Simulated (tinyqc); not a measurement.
Thermoelectric coefficients of a parabolic band, Landauer integrals: one step of the calculation.

Bulk parabolic band, x = (E - Ec)/kB T, C = hbar^2/(2 m0), kB T in eV. Modes per area gv m kB T x/(4 pi C) times the back-scattering length l0 x^rr give the transport function s0 X(x), s0 = (2 q^2/h) gv m kB T l0/(4 pi C), X = x^(1 + rr). I_k = int X (x - eta)^k w dx, w = 1/(4 cosh^2((x - eta)/2)).

Task. Coefficients of the electrons. sigma = s0 I_0, S = -(kB/q) I_1/I_0, Lorenz number L = (kB/q)^2 [I_2/I_0 - (I_1/I_0)^2], kappa_e = L sigma T.

Parameters, values chosen for the exercise: temperature T = 400 K; mass of one valley m = 0.44 m0; valleys gv = 4; back-scattering length at x = 1 l0 = 3.5 nm; energy exponent of that length rr = 0; reduced Fermi level (EF - Ec)/kB T eta = 3.2.

Constants: q = 1.602176634e-19 C, kB = 1.380649e-23 J/K, hbar = 1.054571817e-34 J s, h = 6.62607015e-34 J s, m0 = 9.1093837015e-31 kg, Vt = kB T/q, hbar^2/(2 m0) = 0.0380998212 eV nm^2. Results are converted to the units shown.

converged I_0, I_1, I_2: 3.2399533  3.0813091  11.696575

Give: s0; sigma; S; L; kappa_e.

Result.

s0 = 343.62 S/cm
sigma = 1113.3 S/cm
S = -81.954 uV/K
L = 2.0092 x 1e-8 V^2/K^2
kappa_e = 0.89473 W/(m K)

L is 18 % below the Sommerfeld value (pi^2/3)(kB/q)^2 = 2.443e-8 V^2/K^2.

Range of the model: Parabolic bands, elastic scattering and a fixed kL make these model figures, not those of a material.

tinyqc, about 0.1 s, one thread, Intel Xeon 2.30GHz (shared host): `OMP_NUM_THREADS=1 python tinyqc.py 2800102 2800103 out.jsonl`
